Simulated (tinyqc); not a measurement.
Worked calculation: G0W0 on RHF in the sto-3g basis, for H6, spin multiplicity 1. One step of it, computed by the program tinyqc.

Task: Screening: direct RPA. With D = e_a - e_i and K = (ia|jb): diagonalise D^(1/2) (D + 4K) D^(1/2) = Z w^2 Z^T; X + Y = D^(1/2) Z w^(-1/2), each column of Z with its largest component positive (the first on a tie); E_c = (sum w - tr (D + 2K)) / 2.

orbital energies (hartree): MO1 -0.668397, MO2 -0.572956, MO3 -0.447546, MO4 0.397783, MO5 0.698517, MO6 1.065856

Two-electron integrals over orbitals (pq|rs), unique and non-zero (hartree):
```
p,q,r,s,(pq|rs)
1,1,1,1,0.415712
2,1,1,1,-0.000067
2,1,2,1,0.129094
2,2,1,1,0.328907
2,2,2,1,0.000432
2,2,2,2,0.392810
3,1,1,1,0.082136
3,1,2,1,-0.000187
3,1,2,2,-0.058002
3,1,3,1,0.131421
3,2,1,1,-0.000290
3,2,2,1,-0.126652
3,2,2,2,-0.000270
3,2,3,1,-0.000334
3,2,3,2,0.144786
3,3,1,1,0.390285
3,3,2,1,-0.000502
3,3,2,2,0.346460
3,3,3,1,0.045989
3,3,3,2,0.000368
3,3,3,3,0.390888
4,1,1,1,0.000015
4,1,2,1,0.034963
4,1,2,2,-0.000097
4,1,3,1,0.000117
4,1,3,2,0.002996
4,1,3,3,0.000044
4,1,4,1,0.080111
4,2,1,1,0.054440
4,2,2,1,-0.000255
4,2,2,2,-0.003757
4,2,3,1,0.048572
4,2,3,2,0.000008
4,2,3,3,0.015403
4,2,4,1,-0.000158
4,2,4,2,0.069075
4,3,1,1,0.000261
4,3,2,1,0.059407
4,3,2,2,0.000114
4,3,3,1,0.000251
4,3,3,2,-0.058720
4,3,3,3,-0.000106
4,3,4,1,0.015249
4,3,4,2,0.000146
4,3,4,3,0.073519
4,4,1,1,0.387458
4,4,2,1,-0.000413
4,4,2,2,0.345327
4,4,3,1,0.041214
4,4,3,2,0.000275
4,4,3,3,0.378219
4,4,4,1,2.95e-06
4,4,4,2,0.023982
4,4,4,3,-0.000063
4,4,4,4,0.392452
5,1,1,1,0.008444
5,1,2,1,0.000078
5,1,2,2,0.026097
5,1,3,1,-0.022093
5,1,3,2,0.000089
5,1,3,3,-0.009115
5,1,4,1,0.000094
5,1,4,2,0.039054
5,1,4,3,0.000114
5,1,4,4,0.000649
5,1,5,1,0.047546
5,2,1,1,0.000150
5,2,2,1,0.020831
5,2,2,2,-0.000067
5,2,3,1,0.000194
5,2,3,2,0.004682
5,2,3,3,0.000095
5,2,4,1,0.055243
5,2,4,2,0.000070
5,2,4,3,-0.038207
5,2,4,4,0.000080
5,2,5,1,0.000163
5,2,5,2,0.087820
5,3,1,1,-0.063367
5,3,2,1,0.000245
5,3,2,2,-0.002570
5,3,3,1,-0.053178
5,3,3,2,0.000025
5,3,3,3,-0.030134
5,3,4,1,0.000150
5,3,4,2,-0.065726
5,3,4,3,-0.000188
5,3,4,4,-0.025178
5,3,5,1,-0.033875
5,3,5,2,-0.000041
5,3,5,3,0.070641
5,4,1,1,0.000224
5,4,2,1,0.126722
5,4,2,2,0.000263
5,4,3,1,0.000260
5,4,3,2,-0.138260
5,4,3,3,-0.000404
5,4,4,1,0.005920
5,4,4,2,-0.000032
5,4,4,3,0.060209
5,4,4,4,-0.000328
5,4,5,1,-0.000050
5,4,5,2,-0.002192
5,4,5,3,0.000011
5,4,5,4,0.148765
5,5,1,1,0.343270
5,5,2,1,0.000349
5,5,2,2,0.395597
5,5,3,1,-0.047171
5,5,3,2,-0.000201
5,5,3,3,0.357489
5,5,4,1,-0.000066
5,5,4,2,0.001486
5,5,4,3,0.000107
5,5,4,4,0.366281
5,5,5,1,0.026540
5,5,5,2,-0.000047
5,5,5,3,-0.005661
5,5,5,4,0.000220
5,5,5,5,0.419894
6,1,1,1,0.000047
6,1,2,1,-0.001942
6,1,2,2,0.000067
6,1,3,1,6.71e-07
6,1,3,2,-0.013057
6,1,3,3,-0.000034
6,1,4,1,-0.028970
6,1,4,2,0.000107
6,1,4,3,-0.050497
6,1,4,4,-0.000016
6,1,5,1,-0.000011
6,1,5,2,0.030745
6,1,5,3,-0.000074
6,1,5,4,0.010071
6,1,5,5,0.000051
6,1,6,1,0.065938
6,2,1,1,0.014899
6,2,2,1,0.000097
6,2,2,2,0.031685
6,2,3,1,-0.019468
6,2,3,2,0.000062
6,2,3,3,0.002555
6,2,4,1,0.000123
6,2,4,2,0.035829
6,2,4,3,0.000139
6,2,4,4,0.000650
6,2,5,1,0.043573
6,2,5,2,0.000170
6,2,5,3,-0.037677
6,2,5,4,-0.000049
6,2,5,5,0.030889
6,2,6,1,-0.000036
6,2,6,2,0.045663
6,3,1,1,-0.000008
6,3,2,1,-0.039353
6,3,2,2,0.000080
6,3,3,1,-0.000113
6,3,3,2,0.006084
6,3,3,3,-3.22e-06
6,3,4,1,-0.076989
6,3,4,2,0.000176
6,3,4,3,-0.018224
6,3,4,4,-0.000010
6,3,5,1,-0.000077
6,3,5,2,-0.055147
6,3,5,3,-0.000182
6,3,5,4,-0.005700
6,3,5,5,0.000080
6,3,6,1,0.029067
6,3,6,2,-0.000107
6,3,6,3,0.082749
6,4,1,1,-0.083743
6,4,2,1,0.000196
6,4,2,2,0.049940
6,4,3,1,-0.125039
6,4,3,2,0.000305
6,4,3,3,-0.047303
6,4,4,1,-0.000099
6,4,4,2,-0.050476
6,4,4,3,-0.000247
6,4,4,4,-0.046357
6,4,5,1,0.018757
6,4,5,2,-0.000188
6,4,5,3,0.053609
6,4,5,4,-0.000257
6,4,5,5,0.050330
6,4,6,1,-3.73e-06
6,4,6,2,0.018364
6,4,6,3,0.000107
6,4,6,4,0.134290
6,5,1,1,-0.000036
6,5,2,1,0.131135
6,5,2,2,0.000390
6,5,3,1,-0.000113
6,5,3,2,-0.129963
6,5,3,3,-0.000506
6,5,4,1,0.036452
6,5,4,2,-0.000240
6,5,4,3,0.062762
6,5,4,4,-0.000429
6,5,5,1,0.000067
6,5,5,2,0.021922
6,5,5,3,0.000231
6,5,5,4,0.136244
6,5,5,5,0.000339
6,5,6,1,-0.003286
6,5,6,2,0.000090
6,5,6,3,-0.043888
6,5,6,4,0.000139
6,5,6,5,0.146794
6,6,1,1,0.443716
6,6,2,1,-0.000121
6,6,2,2,0.350150
6,6,3,1,0.089837
6,6,3,2,-0.000268
6,6,3,3,0.418751
6,6,4,1,0.000008
6,6,4,2,0.061151
6,6,4,3,0.000272
6,6,4,4,0.423784
6,6,5,1,0.009989
6,6,5,2,0.000163
6,6,5,3,-0.072120
6,6,5,4,0.000208
6,6,5,5,0.375752
6,6,6,1,0.000050
6,6,6,2,0.017547
6,6,6,3,2.66e-06
6,6,6,4,-0.098260
6,6,6,5,-0.000096
6,6,6,6,0.499949
```

Give: D^(1/2) (D + 4K) D^(1/2); excitation energies w; X + Y; RPA correlation energy.

Result:

D^(1/2) (D + 4K) D^(1/2) (hartree^2), lower triangle:
```
,1>4,1>5,1>6,2>4,2>5,2>6,3>4,3>5,3>6
1>4,1.4784
1>5,0.0005,2.1284
1>6,-0.1576,-0.0001,3.4650
2>4,-0.0006,0.1799,0.0006,1.2106
2>5,0.2573,0.0009,0.1826,0.0003,2.0633
2>6,0.0006,0.2609,-0.0002,0.1808,0.0010,2.9850
3>4,0.0579,0.0005,-0.2446,0.0005,-0.1584,0.0007,0.9632
3>5,0.0007,-0.1696,-0.0004,-0.2773,-0.0002,-0.2065,-0.0007,1.6373
3>6,-0.3912,-0.0004,0.1884,0.0009,-0.3060,-0.0007,-0.0825,-0.0010,2.7913
```

excitation energies w (hartree): 0.9532  1.0319  1.1513  1.2842  1.3978  1.4525  1.7311  1.7714  1.8911

X + Y:
```
,1,2,3,4,5,6,7,8,9
1>4,-0.1351,0.0007,0.9008,0.0013,0.1436,0.0003,-0.2016,0.0015,-0.0901
1>5,-0.0001,-0.0941,-0.0005,0.3858,-0.0027,0.8490,0.0015,0.2600,-0.0002
1>6,0.0963,0.0001,0.1085,0.0003,-0.1786,-0.0007,-0.2579,0.0024,0.9059
2>4,-0.0018,0.8826,-0.0002,-0.2988,-0.0003,0.1504,0.0011,0.1047,0.0002
2>5,0.1852,-0.0001,-0.2466,-0.0006,0.8296,0.0023,-0.3431,0.0030,0.0395
2>6,-0.0001,-0.0390,-0.0004,0.1193,0.0003,-0.3836,0.0061,0.8906,-0.0007
3>4,0.9186,0.0014,0.1264,-0.0007,-0.0970,0.0001,0.0145,0.0001,-0.0688
3>5,0.0006,0.4272,-0.0017,0.8077,0.0006,-0.2347,-0.0017,-0.1504,-0.0002
3>6,0.0442,0.0000,0.2268,0.0015,0.4353,0.0011,0.7861,-0.0049,0.2494
```

RPA correlation energy = -0.067398 hartree
